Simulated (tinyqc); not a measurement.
What each parameter does: pair of shallow donors (hydrogen-like orbitals).

Each donor has the orbital exp(-r/a); energy unit Ha* = q/(eps a), q = e^2/(4 pi eps0), so that a lone donor is bound by Ha*/2; x = R/a. One electron: S = (1 + x + x^2/3) exp(-x), j = 1/x - (1 + 1/x) exp(-2x), k = (1 + x) exp(-x); levels E(+/-) = -1/2 - (j +/- k)/(1 +/- S) in Ha*, without the repulsion of the ions, split by D = |E(-) - E(+)|. In six valleys the overlaps S and k are multiplied by v = [cos(K Rx) + cos(K Ry) + cos(K Rz)]/3, K = k0 (2 pi/a_lat), for isotropic envelopes and the symmetric valley state.

Two electrons, Heitler-London: with S' = (1 - x + x^2/3) exp(x), C = 1/x - exp(-2x)(1/x + 11/8 + 3x/4 + x^2/6), X = (1/5){exp(-2x)(25/8 - 23x/4 - 3x^2 - x^3/3) + (6/x)[S^2 (0.5772157 + ln x) + S'^2 Ei(-4x) - 2 S S' Ei(-2x)]}, Q = C - 2j + 1/x and A = X - 2 S k + S^2/x, the singlet and triplet lie at (Q +/- w A)/(1 +/- w S^2) from two lone donors, with the valley weight w = v^2; the exchange is J = triplet - singlet.

Constants: e^2/(4 pi eps0) = 14.39964547 eV angstrom.

Inputs chosen for the exercise (near those of two donors in Si; shifted at random, so the results belong to these values and not to a real crystal): a = 17.4 angstrom (orbital radius); eps = 11.5 (dielectric constant); n = (15.5, 15.5, 0) a_lat (separation vector); a_lat = 5.431 angstrom (lattice constant); k0 = 0.852 2 pi/a_lat (valley position).

x, D = |E(-) - E(+)| and J.

Results for these values:

| case | x | D (meV) | J (micro-eV) |
|---|---|---|---|
| base | 6.842 | 0.3498 | 4.28 |

What happens to each result for eps = 12.7, all else kept?

Answer: x does not change at the printed digits; D falls from 0.3498 to 0.3167; J falls from 4.28 to 3.87.

The same for each parameter in turn:

| case | x | D (meV) | J (micro-eV) |
|---|---|---|---|
| base | 6.842 | 0.3498 | 4.28 |
| a = 15.7 angstrom | 7.583 | 0.2061 | 1.35 |
| eps = 12.7 | 6.842 | 0.3167 | 3.87 |
| k0 = 0.832 2 pi/a_lat | 6.842 | 0.5858 | 12.0 |
| n = (16.5, 15.5, 0) a_lat | 7.066 | 0.4131 | 5.98 |

tinyqc: `OMP_NUM_THREADS=1 python tinyqc.py 1251813 1251814 out.jsonl`; about 0.01 s, one thread, shared Intel(R) Xeon(R) Processor @ 2.30GHz.
